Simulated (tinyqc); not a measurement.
Polarisation and half-bias from two TMR values.

Inverse problem. A tunnel junction has TMR = TMR0/(1 + (V/Vh)^2), TMR0 = 2 P1 P2/(1 - P1 P2). Find TMR0, Vh and P2.

Parameters, values chosen for the exercise:
- P1 = 0.67 (spin polarisation of the reference layer)

TMR at 0.1 and 0.5 V (%): 123.72843  54.087664

Answer. 1/TMR is linear in V^2, and P1 P2 = TMR0/(2 + TMR0).

TMR0 = 130.7 %
Vh = 0.4200 V
P2 = 0.5900

Computed by the program tinyqc: `OMP_NUM_THREADS=1 python tinyqc.py 2450003 2450004 out.jsonl`, one thread of a shared Intel Xeon 2.30GHz, about 0.01 s for the whole run.
